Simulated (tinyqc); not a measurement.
Doping from the body effect.

Question. The threshold of a long MOSFET, counted against the source, shifts by gamma (sqrt(2 phiF + Vsb) - sqrt(2 phiF)) with gamma = sqrt(2 eps0 eps_r q N)/Cox. Find 2 phiF, gamma and N from two shifts.

Inputs (values chosen for the exercise): relative permittivity eps_r = 13.

Constants: q = 1.602176634e-19 C, eps0 = 8.8541878128e-14 F/cm where lengths are in cm. Results are converted to the units shown.

|VT - VT(0)| at source-body biases 0.8 and 2.2 V (V): 0.054537183  0.12804635
Cox = 0.61496359 uF/cm^2

Answer. The ratio of the shifts depends on 2 phiF alone and rises steadily with it, so it fixes 2 phiF; either shift then gives gamma, and gamma gives N.

2 phiF = 1.199 V
gamma = 0.1711 V^0.5
N = 3.000e16 cm^-3

Computed by the program tinyqc: `OMP_NUM_THREADS=1 python tinyqc.py 2060059 2060060 out.jsonl`, one thread of a shared Intel Xeon 2.30GHz, about 0.01 s for the whole run.
